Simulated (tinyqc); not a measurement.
Inside a calculation. Method: UHF in the sto-6g basis, for H2+, spin multiplicity 2. One step of it, computed by the program tinyqc.

Task: Iteration 17 (converged): orbitals. Diagonalise F' = X^T F X, C = X C', fill 1 alpha and 0 beta electrons from the bottom; D(s) = C_occ C_occ^T. Each column has its largest component positive (the first on a tie).

converged F(alpha) (hartree), order 1H 1s, 2H 1s:
```
[[-0.799036, -0.651885],
 [-0.651885, -0.799036]]
```

converged F(beta) (hartree), order 1H 1s, 2H 1s:
```
[[-0.317900, -0.295347],
 [-0.295347, -0.317900]]
```

X, order 1H 1s, 2H 1s:
```
[[1.068731, -0.224086],
 [-0.224086, 1.068731]]
```

Give: F' = X^T F X; orbital energies; coefficients C; F' = X^T F X; orbital energies; coefficients C; D(alpha) after iteration 17; D(beta) after iteration 17.

Result:

F' = X^T F X (alpha) (hartree):
```
[[-0.641, -0.395],
 [-0.395, -0.641]]
```

orbital energies (alpha) (hartree): [-1.035, -0.246]

coefficients C (alpha), order 1H 1s, 2H 1s:
```
[[0.597, 0.914],
 [0.597, -0.914]]
```

F' = X^T F X (beta) (hartree):
```
[[-0.238, -0.200],
 [-0.200, -0.238]]
```

orbital energies (beta) (hartree): [-0.438, -0.038]

coefficients C (beta), order 1H 1s, 2H 1s:
```
[[0.597, 0.914],
 [0.597, -0.914]]
```

D(alpha) after iteration 17, order 1H 1s, 2H 1s:
```
[[0.357, 0.357],
 [0.357, 0.357]]
```

D(beta) after iteration 17, order 1H 1s, 2H 1s:
```
[[0.000, 0.000],
 [0.000, 0.000]]
```
